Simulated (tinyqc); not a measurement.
The 3-omega method: a line heater on a substrate with a thin film: one step, computed by the program tinyqc.

A current at angular frequency omega = 2 pi f heats the line at 2 omega with the amplitude P per length; the temperature swing Delta T at 2 omega gives a voltage at 3 omega. The substrate is taken as semi-infinite and isotropic, and the heat capacity of heater and film is left out.

Question. Penetration depth. D = kappa/C; q = sqrt(2 i omega/D); penetration depth 1/|q| = sqrt(D/(2 omega)).

Inputs (values chosen for the exercise, modelled on hafnia on silica):

| quantity | value | unit |
|---|---|---|
| substrate conductivity kappa | 1.34 | W/(m K) |
| substrate heat capacity C | 1.66 | 1e6 J/(m^3 K) |
| heater half-width b | 2.4 | micrometre |
| current frequency f | 930 | Hz |
| substrate thickness d_s | 300 | micrometre |

Give: diffusivity D; penetration depth; |q| b; penetration depth / d_s.

Answer.

diffusivity D = 0.80723 mm^2/s

penetration depth = 8.3110 micrometre

|q| b = 0.28877

penetration depth / d_s = 0.027703
